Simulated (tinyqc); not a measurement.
# Illuminated p-n diode, drift-diffusion by the Gummel loop with Scharfetter-Gummel fluxes: Solar-cell figures against the length of the p side

Abrupt junction at x = 0, p side from -Lp, n side to Ln, ohmic contacts. psi is counted from the intrinsic level; n = ni exp((psi - phin)/Vt), p = ni exp((phip - psi)/Vt). Contacts: p side psi = V - Vt ln(Na/ni), p = Na, n = ni^2/Na; n side psi = Vt ln(Nd/ni), n = Nd, p = ni^2/Nd. Constant mobilities, D = mu Vt, Boltzmann statistics, SRH recombination through a mid-gap level, U = (n p - ni^2)/(tp (n + ni) + tn (p + ni)). Current is positive from the p contact to the n contact.

ni = sqrt(Nc Nv) exp(-Eg/(2 Vt)), Eg in volts. Poisson and both continuity equations are solved self-consistently with Scharfetter-Gummel fluxes on a graded mesh of 500 nodes. Jsc = -J(0), collected share Jsc/(q G (Lp + Ln)), estimate q G [W + Le tanh(wp/2 Le) + Lh tanh(wn/2 Lh)] at V = 0 with Le = sqrt(Dn tn), Lh = sqrt(Dp tp), W, wp = Lp - xp and wn = Ln - xn from the depletion approximation; J(Voc) = 0; Vmp maximises -J V; FF = Pmax/(Jsc Voc).

Parameters, values chosen for the exercise; band and dielectric values close to those of In0.53Ga0.47As: temperature T = 300 K; band gap Eg = 0.746 eV; relative permittivity eps_r = 14; conduction-band density of states at T Nc = 2.07e17 cm^-3; valence-band density of states at T Nv = 7.72e18 cm^-3; acceptor density of the p side Na = 2.5e16 cm^-3; donor density of the n side Nd = 2.1e16 cm^-3; electron mobility mun = 7000 cm^2/(V s); hole mobility mup = 270 cm^2/(V s); SRH lifetime of electrons tn = 2e-7 s; SRH lifetime of holes tp = 4e-10 s; length of the n side Ln = 2.2 um; uniform generation rate G = 2e20 cm^-3 s^-1.

Constants: q = 1.602176634e-19 C, kB = 1.380649e-23 J/K, Vt = kB T/q, eps0 = 8.8541878128e-14 F/cm where lengths are in cm. Results are converted to the units shown.

Solar-cell figures against the length of the p side:

| Lp (um) | Jsc (mA/cm^2) | collected share (%) | estimate of Jsc (mA/cm^2) | Voc (V) | Vmp (V) | FF | Pmax (mW/cm^2) |
|---|---|---|---|---|---|---|---|
| 1.3 | 4.33 | 38.6 | 4.38 | 0.170 | 0.124 | 0.585 | 0.432 |
| 2.4 | 6.10 | 41.4 | 6.14 | 0.193 | 0.142 | 0.609 | 0.716 |
| 4.5 | 9.46 | 44.1 | 9.50 | 0.217 | 0.163 | 0.631 | 1.29 |
| 8.4 | 15.7 | 46.2 | 15.7 | 0.240 | 0.183 | 0.652 | 2.46 |
| 16 | 27.7 | 47.6 | 27.8 | 0.264 | 0.204 | 0.671 | 4.91 |

What does the comparison show?

As Lp rises from 1.3 to 16, the collected share rises from 38.6 to 47.6 %, Voc rises from 0.170 to 0.264 V and FF rises from 0.585 to 0.671. The estimate of Jsc is within 1.0 % in all rows.

Computed by the program tinyqc: `OMP_NUM_THREADS=1 python tinyqc.py 2240168 2240169 out.jsonl`, one thread of a shared Intel Xeon 2.30GHz, about 0.8 s for the whole run.
